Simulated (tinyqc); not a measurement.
Inputs raised by 2 %, one at a time: size effects in the resistivity of thin metal films and interconnect lines. Computed by tinyqc, a small Python program. Command: `OMP_NUM_THREADS=1 python tinyqc.py 3000236 3000237 out.jsonl size sens`. One thread of a shared host (Intel(R) Xeon(R) Processor @ 2.30GHz), about 0.02 s of CPU time with the checks.

Electrons lose their drift at surfaces (a share 1 - p of the hits) and at grain boundaries (reflection R), besides bulk scattering. The line sits in a trench with a non-conducting liner on both walls and the bottom; the spacing equals the drawn width.

Inputs (values chosen for the exercise, modelled on aluminium):

| quantity | value | unit |
|---|---|---|
| bulk resistivity rho_b | 2.64 | microohm cm |
| bulk mean free path lambda | 18.5 | nm |
| specularity p | 0.15 | - |
| grain-boundary reflection R | 0.37 | - |
| drawn line width w | 10 | nm |
| grain size over metal width | 0.79 | - |
| aspect ratio (height over width) | 1.2 | - |
| liner thickness t | 0.9 | nm |
| line length | 20 | micrometre |
| permittivity of the dielectric k | 2.5 | - |

Geometry: line.

Constants: eps_0 = 8.8541878128e-12 F/m.

Method:
- Metal width w_m = w - 2t, height h_m = (aspect ratio) w - t, grain size D = (ratio) w_m.
- Mayadas-Shatzkes: alpha = (lambda/D) R/(1 - R); rho_b/rho = 1 - 3 alpha/2 + 3 alpha^2 - 3 alpha^3 ln(1 + 1/alpha).
- Fuchs-Sondheimer film: rho_b/rho = 1 - (3/(2 kappa))(1 - p) int_0^1 (s - s^3)(1 - exp(-kappa/s))/(1 - p exp(-kappa/s)) ds, f = rho/rho_b, kappa = thickness/lambda, 80 Gauss-Legendre points.
- Line: the excess of a film of thickness w_m and of a film of thickness h_m are added, rho/rho_b = 1 + (f(w_m) - 1) + (f(h_m) - 1), an estimate that holds best when both sides exceed lambda.
- Total: rho = rho_b [1 + surface excess + grain excess]; resistance per length rho/(w_m h_m); capacitance per length C = 2 k eps_0 (aspect ratio + 1/2), a parallel-plate estimate for two neighbours plus a fixed term for the planes above and below; delay 0.38 R C L^2; effective resistivity per drawn area.

Runs:

| input moved | from | to | resistivity rho (microohm cm) | RC delay (ps) | effective resistivity per drawn area (microohm cm) | rho/rho_b from grains |
|---|---|---|---|---|---|---|
| base run | - | - | 12.540 | 15.761 | 16.533 | 3.2874 |
| bulk mean free path lambda (nm) | 18.5 | 18.87 | 12.732 | 16.002 | 16.785 | 3.3324 |
| specularity p | 0.15 | 0.153 | 12.524 | 15.740 | 16.511 | 3.2874 |
| grain-boundary reflection R | 0.37 | 0.3774 | 12.731 | 16.001 | 16.785 | 3.3596 |
| drawn line width w (nm) | 10 | 10.2 | 12.317 | 14.792 | 16.143 | 3.2339 |
| grain size over metal width | 0.79 | 0.8058 | 12.424 | 15.615 | 16.380 | 3.2433 |
| aspect ratio (height over width) | 1.2 | 1.224 | 12.507 | 15.603 | 16.463 | 3.2874 |
| liner thickness t (nm) | 0.9 | 0.918 | 12.578 | 15.904 | 16.683 | 3.2973 |

Exponents ln(y'/y) / ln(x'/x):

| input | resistivity rho | RC delay | effective resistivity per drawn area | rho/rho_b from grains |
|---|---|---|---|---|
| bulk mean free path lambda | 0.764 | 0.764 | 0.764 | 0.686 |
| specularity p | -0.067 | -0.067 | -0.067 | 0.000 |
| grain-boundary reflection R | 0.762 | 0.762 | 0.762 | 1.097 |
| drawn line width w | -0.909 | -3.206 | -1.206 | -0.829 |
| grain size over metal width | -0.471 | -0.471 | -0.471 | -0.682 |
| aspect ratio (height over width) | -0.136 | -0.508 | -0.216 | 0.000 |
| liner thickness t | 0.152 | 0.456 | 0.456 | 0.152 |

Among the inputs moved here: resistivity rho answers most in size to drawn line width w (exponent -0.909), next to bulk mean free path lambda (+0.764). RC delay answers most in size to drawn line width w (exponent -3.206), next to bulk mean free path lambda (+0.764). Effective resistivity per drawn area answers most in size to drawn line width w (exponent -1.206), next to bulk mean free path lambda (+0.764). rho/rho_b from grains answers most in size to grain-boundary reflection R (exponent +1.097), next to drawn line width w (-0.829); its exponent is below 0.0005 for specularity p, aspect ratio (height over width).
